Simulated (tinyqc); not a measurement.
Electron-beam lithography: double-Gaussian proximity function, edge placement and dose correction for parallel lines. Changing the backscatter range beta. Computed by tinyqc, a small Python program. Command: `OMP_NUM_THREADS=1 python tinyqc.py 3113813 3113814 out.jsonl proximity sweep`. One thread of a shared host (Intel(R) Xeon(R) Processor @ 2.30GHz), about 0.01 s of CPU time with the checks.

Lines are infinitely long. Absorbed energy is counted so that the middle of a very large area written at dose 1 receives 1; the resist develops where it exceeds 1/2.

Inputs (values chosen for the exercise, of the order of those for 20 keV electrons in resist on silicon): forward range alpha = 0.022 micrometre; backscatter ratio eta = 0.51.

line widths (micrometre): 0.04  0.031  0.075  0.48

gaps between the lines (micrometre): 0.2  1.9  1.7

Method:
- The first line starts at x = 0; each next one starts after the width and the gap.
- f(r) = [exp(-r^2/alpha^2)/alpha^2 + eta exp(-r^2/beta^2)/beta^2]/(pi (1 + eta)). A line from a to b at dose d gives E(x) = d [S(alpha) + eta S(beta)]/(1 + eta), S(s) = [erf((b - x)/s) - erf((a - x)/s)]/2.
- M_ij is the mean of E at the two edges of line i from line j at dose 1.
- Uncorrected edge energies are M 1. Solve M d = 1/2 for the doses d that put the mean edge energy of every line at the threshold.

One run for each value:
```
backscatter range beta (micrometre)  largest over smallest dose
0.28                                                     1.4225
0.50                                                     1.3866
0.90                                                     1.2848
1.60                                                     1.1930
3.00                                                     1.1137
5.40                                                     1.0668
9.70                                                     1.0523
18.00                                                    1.0492
```

What does the table show?

Over the rows, largest over smallest dose falls from 1.42 to 1.05 (exponent d ln y / d ln x -0.044 between the first rows and -0.0048 between the last).

Extremes, crossings and ranges named in words are read from the listed rows.
